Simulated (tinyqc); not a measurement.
Starting guesses with DIIS over 6 matrices: SCF starting guesses in the 6-31g basis, for H2, spin multiplicity 1. Computed by the program tinyqc with PySCF. Command: `OMP_NUM_THREADS=1 python tinyqc.py 115463 115464 out.jsonl`; one thread of a shared host (Intel(R) Xeon(R) Processor @ 2.60GHz), about 0.4 s.

Geometry (angstrom):
```
atom       x       y       z
H     0.0000  0.0000  0.0000
H     0.0000  0.0000  1.0130
```

lowest restricted solution found by these runs and by PySCF = -1.092410 hartree

RHF with one setting changed at a time; a run stops when the energy changes by less than 1e-09 hartree and the error matrix is below 1e-5. Starts: the lowest orbitals of the core Hamiltonian, of the Wolfsberg-Helmholz matrix (K = 1.75), projected atomic densities, random orbitals, and the highest orbitals of the core Hamiltonian (a deliberately bad start).

Largest element of the error matrix X^T (FDS - SDF) X:
```
iteration     core  Wolfsberg-Helmholz  atomic densities   random  highest core orbitals
1          1.4e-01             8.1e-02           9.5e-02  6.1e-01                1.4e-01
2          2.3e-02             1.2e-02           1.2e-02  3.3e-01                5.0e-02
3          6.2e-05             1.1e-05           2.4e-03  4.7e-02                1.1e-02
4          2.5e-05             4.5e-06           3.9e-07  4.6e-03                6.7e-06
5          1.6e-05                   -           1.5e-07  9.5e-05                2.4e-06
6          1.2e-05                   -                 -  6.0e-06                      -
```

How each run ends:
```
run                    iterations  E (hartree)         state
core                            7    -1.092410  lowest found
Wolfsberg-Helmholz              4    -1.092410  lowest found
atomic densities                5    -1.092410  lowest found
random                          7    -1.092410  lowest found
highest core orbitals           5    -1.092410  lowest found
```

5 of 5 runs reach the lowest restricted solution found, in 4 to 7 iterations (fastest: Wolfsberg-Helmholz). The first errors are 1e-01, 8e-02, 1e-01, 6e-01, 1e-01.
